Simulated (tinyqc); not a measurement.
Worked calculation: heavy doping: gap narrowing, degeneracy and the minority density. Values are carried at full precision from step to step, so a last printed digit may differ when a step is redone from the rounded ones.

Empirical narrowing (Slotboom form, constants chosen for the exercise; published fits of this form give the apparent narrowing, here it is taken as the true one): dEg = E0 [ln(N/N0) + sqrt(ln(N/N0)^2 + C)].

Constants: kB = 8.617333262e-05 eV/K; e^2/(4 pi eps0) = 14.39964547 eV angstrom.

Inputs chosen for the exercise (gap and densities of states near those of InP at this temperature; narrowing constants of the size fitted for Si, not for this material; the results hold for these values, not for the real material): N = 1.8e+17 1/cm^3 (ionised donors, equal to the majority density); E0 = 7.76 meV (narrowing scale); N0 = 1.3e+17 1/cm^3 (onset density); C = 0.5 (smoothing constant); Nc = 5.58e+17 1/cm^3 (conduction-band density of states); Eg = 1.366 eV (gap); Nv = 1.23e+19 1/cm^3 (valence-band density of states); T = 300 K; eps = 12.4 (dielectric constant); Mv = 1 (majority valleys).

## Gap narrowing

Evaluate at N.

ln(N/N0) = 0.3254
dEg (empirical fit) = 8.57 meV

Well above N0 each decade of doping adds 2 E0 ln 10 = 35.7 meV.

## Degeneracy of the majority band

F_j(eta) = (1/Gamma(j + 1)) integral_0^infinity x^j dx/(1 + exp(x - eta)), which tends to exp(eta) for eta << 0.

Majority: N = Nc F_1/2(eta), eta the distance of EF beyond the majority band edge in kT. Degeneracy factor gam = F_1/2(eta)/exp(eta). ni0^2 = Nc Nv exp(-Eg/kT); product n p = ni0^2 gam exp(dEg/kT), dEg the true narrowing; apparent narrowing dEa = dEg + kT ln gam; minority density = n p/N.

Solve for eta and form gam.

N/Nc = 0.3226
eta = -1.0179
gam = 0.8927

## Product and minority density

Combine both effects.

ni0 = 8.80e+06 1/cm^3
exp(dEg/kT) = 1.39
dEa = 5.6 meV
sqrt(n p) = 9.81e+06 1/cm^3
minority density = 0.000535 1/cm^3

Narrowing multiplies the product by 1.39 and degeneracy by 0.893; together they change the minority density by a factor 1.24 against ni0^2/N.

## Two estimates of the size

Two physical estimates, e2 = e^2/(4 pi eps0), N in 1/angstrom^3: exchange shift at the Fermi level, Ex = (e2/eps) kF/pi with kF = (3 pi^2 N/Mv)^(1/3); screened-pair energy (Lanyon-Tuft), Es = (3/4)(e2/eps) qs with qs^2 = (4 pi e2 N/(eps kT)) F_-1/2(eta)/F_1/2(eta).

Evaluate both at N.

kF = 0.01747 1/angstrom
Ex = 6.46 meV
Es = 8.32 meV

Against the fitted dEg = 8.6 meV, Ex is 0.75 and Es 0.97 times as large; each keeps one mechanism only, and Ex assumes a strongly degenerate gas, while here eta is only -1.02.

## Checks

- Minority density against the Boltzmann occupation of the other band at the narrowed gap (1/cm^3): both 0.0005346.

Computed by tinyqc, a small Python program: `OMP_NUM_THREADS=1 python tinyqc.py 1681513 1681514 out.jsonl` (the numbers bound the seed that draws the inputs); one thread of a shared host (Intel(R) Xeon(R) Processor @ 2.30GHz), about 0.01 s for the whole set of steps.
